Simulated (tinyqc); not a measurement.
p-n diode with diffusion and depletion-layer recombination: one step of the calculation.

Abrupt junction in the depletion approximation, low injection, full ionisation, neutral widths fixed, ohmic contact on the p side. Vj is the junction voltage; where a series resistance Rs is given, V = Vj + J Rs is the terminal voltage.

Problem. New Vj. Diffusion current alone: J = J0 (exp(Vj/Vt) - 1), g = Vj + J Rs - V, g' = 1 + Rs J0 exp(Vj/Vt)/Vt, Vj(new) = Vj - g/g'.

Inputs (values chosen for the exercise); band and dielectric values close to those of silicon: temperature T = 450 K; series resistance Rs = 0.00015 ohm cm^2; terminal voltage V = 0.72 V.

Constants: q = 1.602176634e-19 C, kB = 1.380649e-23 J/K, Vt = kB T/q. Results are converted to the units shown.

Vj after iteration 1 = 0.80514973 V
J0 = J0n + J0p = 1.5076670e-6 A/cm^2

Give: J; g; g'; Vj after iteration 2.

Solution.

J = 1568.9 A/cm^2
g = 0.32048 V
g' = 7.0686
Vj after iteration 2 = 0.75981 V

Program tinyqc, `OMP_NUM_THREADS=1 python tinyqc.py 2260025 2260026 out.jsonl`; Intel Xeon 2.30GHz, shared host, one thread, about 0.01 s.
